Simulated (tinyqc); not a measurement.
Inside a calculation. Method: FCI on RHF in the 3-21g basis, for H-, spin multiplicity 1. The basis has no diffuse functions, so it cannot describe the extra electron: this is an exercise in the method, not the real anion. One step of it, computed by the program tinyqc.

Question. Iteration 4 (converged): orbitals. Diagonalise F' = X^T F X, C = X C', fill 1 alpha and 1 beta electrons from the bottom; D = 2 C_occ C_occ^T. Each column has its largest component positive (the first on a tie).

converged F (hartree), order 1H 1s, 1H 2s:
$$\begin{pmatrix}
0.754879 & -0.113830 \\
-0.113830 & 0.116972
\end{pmatrix}$$

X, order 1H 1s, 1H 2s:
$$\begin{pmatrix}
1.229980 & -0.450512 \\
-0.450512 & 1.229980
\end{pmatrix}$$

Give: F' = X^T F X; orbital energies; coefficients C; D after iteration 4.

Answer.

F' = X^T F X (hartree):
$$\begin{pmatrix}
1.2919 & -0.6784 \\
-0.6784 & 0.4563
\end{pmatrix}$$

orbital energies (hartree): MO1 0.0774, MO2 1.6709

coefficients C, order 1H 1s, 1H 2s:
$$\begin{pmatrix}
0.2065 & 1.2935 \\
0.8541 & -0.9931
\end{pmatrix}$$

D after iteration 4, order 1H 1s, 1H 2s:
$$\begin{pmatrix}
0.0853 & 0.3528 \\
0.3528 & 1.4590
\end{pmatrix}$$
